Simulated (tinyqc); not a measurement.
Spin coating of a resist or spin-on film: centrifugal thinning, evaporation and the final thickness (Emslie and Meyerhofer models). From one set of inputs to another, one input at a time. Computed by tinyqc, a small Python program. Command: `OMP_NUM_THREADS=1 python tinyqc.py 3112472 3112473 out.jsonl spincoat ladder`. One thread of a shared host (Intel(R) Xeon(R) Processor @ 2.30GHz), about 0.3 s of CPU time with the checks.

A Newtonian film stays uniform over the wafer; solvent and solids have the same density and the concentration is uniform through the thickness.

The inputs printed are set A. Inputs not listed in the table keep their values of set A, so the rows need not describe a real material.

Inputs (values chosen for the exercise, of the order of those of a polymer resist in an ester solvent):
```
quantity,value,unit
solids volume fraction c0,0.15,-
kinematic viscosity of the solvent nu_s,2.1,mm^2/s
viscosity constant k,660,mm^2/s
viscosity exponent gamma,3.3,-
spin speed f,6000,rpm
evaporation rate at 1000 rpm e0,0.54,micrometre/s
starting thickness h0,200,micrometre
wafer radius R,100,mm
shrinkage in the bake,5.4,%
```

Method:
- omega = 2 pi f/60; nu(c) = nu_s + k c^gamma; evaporation rate e = e0 sqrt(f/1000 rpm).
- Flow constant K = 2 omega^2/(3 nu(c0)); Reynolds number of the air omega R^2/nu_air with nu_air = 15 mm^2/s.
- Meyerhofer estimate: flow rules until (1 - c0) K h^3 = e, then evaporation alone: h_w = (e/((1 - c0) K))^(1/3), dry film c0 h_w.
- Full model for solids s and liquid l per area, h = s + l, c = s/h: ds/dt = -c Q, dl/dt = -(1 - c) Q - e, Q = 2 omega^2 h^3/(3 nu(c)); integrated adaptively (relative tolerance 1e-9) until l = 0.
- Dry film = s at l = 0, before the bake; film after the bake = s x (1 - shrinkage).

Each row keeps all changes above it:
```
input moved,from,to,dry film (nm),"dry film, estimate (nm)",wet thickness h_w (micrometre)
set A,-,-,448.1,406.3,2.709
kinematic viscosity of the solvent nu_s (mm^2/s),2.1,2.5,461.1,421.8,2.812
spin speed f (rpm),6000,3000,652.1,596.5,3.977
viscosity exponent gamma,3.3,3.5,620.8,574.7,3.831
viscosity constant k (mm^2/s),660,2000,755.2,660.9,4.406
solids volume fraction c0,0.15,0.035,116.8,116.7,3.334
evaporation rate at 1000 rpm e0 (micrometre/s),0.54,0.28,93.8,93.7,2.679
```

Where does the difference come from?

dry film goes from 448 to 93.8, a factor 0.209 in all. The largest single move comes from solids volume fraction c0 (a factor 0.155), and spin speed f works against it (a factor 1.41). dry film, estimate goes from 406 to 93.7, a factor 0.231 in all. The largest single move comes from solids volume fraction c0 (a factor 0.177), and spin speed f works against it (a factor 1.41). wet thickness h_w goes from 2.71 to 2.68, a factor 0.9889 in all. The largest single move comes from spin speed f (a factor 1.41), but it runs against the net change; the largest move in the direction of the net change is solids volume fraction c0 (a factor 0.757). The single moves hold for this order of the switches; the total does not depend on the order.

Caution (rows set A, kinematic viscosity of the solvent nu_s): above a Reynolds number of about 3e5 the air flow near the rim turns turbulent, and evaporation is no longer uniform.

Extremes, crossings and ranges named in words are read from the listed rows.
